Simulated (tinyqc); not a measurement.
Capacitances against the distance to each plane.

Endless row of lines of width wl, height tl and space sl between grounded planes at distance hd; e2 fills the gaps beside the lines, e1 the rest. Laplace's equation is solved on meshes of 3, 6 and 12 steps per unit u and extrapolated (Aitken), which is good to about 0.2 %. C_even (all lines at 1 V) is the capacitance Cg to the planes; C_odd (neighbours in antiphase) = Cg + 4 Cc if only nearest neighbours couple, which defines Cc; total with quiet neighbours Cg + 2 Cc. Plate values 2 eps0 e1 wl/hd and eps0 e2 tl/sl.

Inputs (values chosen for the exercise):
```
symbol  value  unit                                          meaning
e1        3.9        relative permittivity above and below the lines
e2        2.4                relative permittivity between the lines
wl          6     u                           line width, in units u
tl          6     u                                      line height
sl          4     u                              space between lines
```

Constants: eps0 = 8.8541878128e-12 F/m. Results are converted to the units shown.

The same in every row: plate Cc (aF/um) = 31.9.

Capacitances against the distance to each plane:
columns A: hd (u); B: Cg (aF/um); C: Cc (aF/um); D: Cg + 2 Cc (aF/um); E: C_odd (aF/um); F: plate Cg (aF/um); G: share of coupling, 2 Cc/(Cg + 2 Cc) (%)
```
A      B     C    D    E     F     G
2    297  28.1  353  409   207  15.9
3    207  34.6  276  345   138  25.1
4    159  39.8  239  318   104  33.4
5    129  44.1  217  306  82.9  40.6
6    109  47.6  204  299  69.1  46.6
8   82.8  52.9  188  294  51.8  56.1
10  66.8  56.5  180  293  41.4  62.9
```

What does the comparison show?

As hd goes from 2 to 10, Cg falls from 297 to 66.8 aF/um, Cc rises from 28.1 to 56.5 aF/um and the share of coupling rises from 15.9 to 62.9 %. Cg is 1.43 times its plate value in the first row and 1.61 times in the last; for Cc the ratios are 0.882 and 1.77. Neighbours in antiphase raise the load by a factor of 1.16 and 1.63 over quiet ones. For hd = 10 the planes are farther than 0.8 of the pitch, so second neighbours couple too and Cg + 2 Cc understates the quiet load by a per cent or more.

Computed by the program tinyqc: `OMP_NUM_THREADS=1 python tinyqc.py 2790177 2790178 out.jsonl`, one thread of a shared Intel Xeon 2.30GHz, about 0.7 s for the whole run.
